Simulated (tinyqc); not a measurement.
Comparisons within one model: defect, radiative and Auger recombination at equal electron and hole densities (ABC model). A value that a table varies takes the place of the one given here.

J/(e d) = Ae n + B n^2 + C n^3 with Ae = A + 4 S/w (four side walls, carriers spread evenly), e = 1.602176634e-19 C, lengths in cm; internal efficiency IQE = B n^2/(Ae n + B n^2 + C n^3); all injected carriers recombine in the layer.

Values chosen for the exercise (orders of magnitude like those quoted for InP; shifted at random, so the results belong to these values and not to a real crystal):
- A = 4400000 1/s (defect rate)
- B = 1e-10 cm^3/s (radiative coefficient)
- C = 4.8e-31 cm^6/s (Auger coefficient)
- S = 24 cm/s (recombination velocity of the side walls)
- w = 11 micrometre (side of the square mesa)
- d = 160 nm (active thickness)
- S2 = 240 cm/s (recombination velocity of the side walls in this comparison)
- J = 1200 A/cm^2 (current density)

## Efficiency against current

The slope is d ln(B n^2)/d ln J = 2 (Ae + B n + C n^2)/(Ae + 2 B n + 3 C n^2).

Results:

| J (A/cm^2) | n (1/cm^3) | IQE | slope | differential lifetime (ns) |
|---|---|---|---|---|
| 2.0 | 6.87e+16 | 0.605 | 1.246 | 54.8 |
| 10 | 1.76e+17 | 0.797 | 1.112 | 25.1 |
| 40 | 3.73e+17 | 0.891 | 1.056 | 12.6 |
| 1.0e+02 | 6.02e+17 | 0.928 | 1.034 | 7.98 |
| 6.0e+02 | 1.50e+18 | 0.964 | 1.011 | 3.24 |
| 2.0e+03 | 2.75e+18 | 0.971 | 1.002 | 1.77 |
| 1.0e+04 | 6.13e+18 | 0.965 | 0.989 | 0.778 |
| 4.0e+04 | 1.21e+19 | 0.942 | 0.975 | 0.379 |
| 1.0e+05 | 1.89e+19 | 0.915 | 0.961 | 0.233 |
| 6.0e+05 | 4.39e+19 | 0.825 | 0.920 | 0.0864 |

IQE peaks at 0.971 for J = 2.47e+03 A/cm^2, where the slope passes 1. It is 0.605 at the lowest current and 0.825 at the highest, a droop of 15 %. The slope runs from 1.25 to 0.92; its limits are 2 (defects alone), 1 (radiation alone) and 2/3 (Auger alone). Rows above 1e5 A/cm^2 (1 of them) are formal: heating, left out, would destroy a real device. In the 5 rows above about 2e18 1/cm^3 the bands are degenerate: B saturates and stimulated emission, left out, would clamp n in a laser cavity.

## Shrinking the mesa

S = S2; w takes the values listed.

Results:

| w (micrometre) | Ae (1/s) | IQE_max | J at the peak (A/cm^2) | IQE at J |
|---|---|---|---|---|
| 200 | 4.45e+06 | 0.972 | 2.44e+03 | 0.970 |
| 100 | 4.50e+06 | 0.971 | 2.47e+03 | 0.970 |
| 50 | 4.59e+06 | 0.971 | 2.53e+03 | 0.969 |
| 20 | 4.88e+06 | 0.970 | 2.69e+03 | 0.968 |
| 10 | 5.36e+06 | 0.969 | 2.95e+03 | 0.966 |
| 5 | 6.32e+06 | 0.966 | 3.49e+03 | 0.962 |
| 2 | 9.20e+06 | 0.960 | 5.12e+03 | 0.949 |
| 1 | 1.40e+07 | 0.951 | 7.86e+03 | 0.928 |

The walls equal the bulk defect rate at w = 4 S/A = 2.18 micrometre. From 200 to 1 micrometre the peak efficiency falls from 0.972 to 0.951 and moves to a current 3.22 times higher; at the fixed J the efficiency goes from 0.97 to 0.928. For large w diffusion to the walls, left out here, would limit the loss.

## Spreading the carriers over a thicker layer

d is multiplied by the factor listed, at the same J.

Results:

| factor | n (1/cm^3) | defect | radiative | Auger |
|---|---|---|---|---|
| 0.10 | 6.71e+18 | 0.00643 | 0.963 | 0.0310 |
| 0.20 | 4.76e+18 | 0.00913 | 0.969 | 0.0221 |
| 0.50 | 3.02e+18 | 0.0145 | 0.971 | 0.0141 |
| 1.0 | 2.13e+18 | 0.0204 | 0.970 | 0.00992 |
| 2.0 | 1.50e+18 | 0.0288 | 0.964 | 0.00695 |
| 5.0 | 9.43e+17 | 0.0452 | 0.950 | 0.00430 |
| 10 | 6.61e+17 | 0.0634 | 0.934 | 0.00296 |
| 20 | 4.61e+17 | 0.0885 | 0.910 | 0.00201 |

The best factor listed is 0.5 (IQE 0.9715); the optimum factor equals J/J_peak = 0.486, a layer of 77.8 nm, since only J/d matters and the peak value 0.971 does not depend on d. A thicker layer trades Auger loss (0.031 to 0.00201) for defect loss (0.00643 to 0.0885).

## What moves the efficiency

IQE_max = Q/(Q + 2) with Q = B/sqrt(Ae C), reached at n = sqrt(Ae/C). Each row changes one parameter from the base and keeps the others.

Results:

| case | n (1/cm^3) | IQE | IQE_max | J at the peak (A/cm^2) |
|---|---|---|---|---|
| base | 2.131e+18 | 0.9697 | 0.9715 | 2.47e+03 |
| A = 8800000 1/s | 2.109e+18 | 0.9503 | 0.9603 | 4.94e+03 |
| B = 1.5e-10 cm^3/s | 1.747e+18 | 0.9778 | 0.9808 | 3.67e+03 |
| C = 9.6e-31 cm^6/s | 2.120e+18 | 0.9601 | 0.9601 | 1.25e+03 |
| d = 320 nm | 1.502e+18 | 0.9642 | 0.9715 | 4.93e+03 |
| J = 3600 A/cm^2 | 3.693e+18 | 0.9710 | 0.9715 | 2.47e+03 |
| w = 5.5 micrometre | 2.130e+18 | 0.9693 | 0.9712 | 2.52e+03 |

The largest shifts from the base row, up to three for each result and ties (the steps differ in size, so this ranks the rows, not the parameters). n (1/cm^3): J +1.56e+18, d -6.28e+17, B -3.84e+17. IQE: A -0.0193, C -0.00952, B +0.00813. IQE_max: C -0.0113, A -0.0112, B +0.00932; unchanged at the printed digits by d and J. J at the peak (A/cm^2): A +2.48e+03, d +2.47e+03, C -1.22e+03; unchanged at the printed digits by J.

Program tinyqc; command `OMP_NUM_THREADS=1 python tinyqc.py 1682531 1682532 out.jsonl`; about 0.01 s on one thread of a shared Intel(R) Xeon(R) Processor @ 2.30GHz.
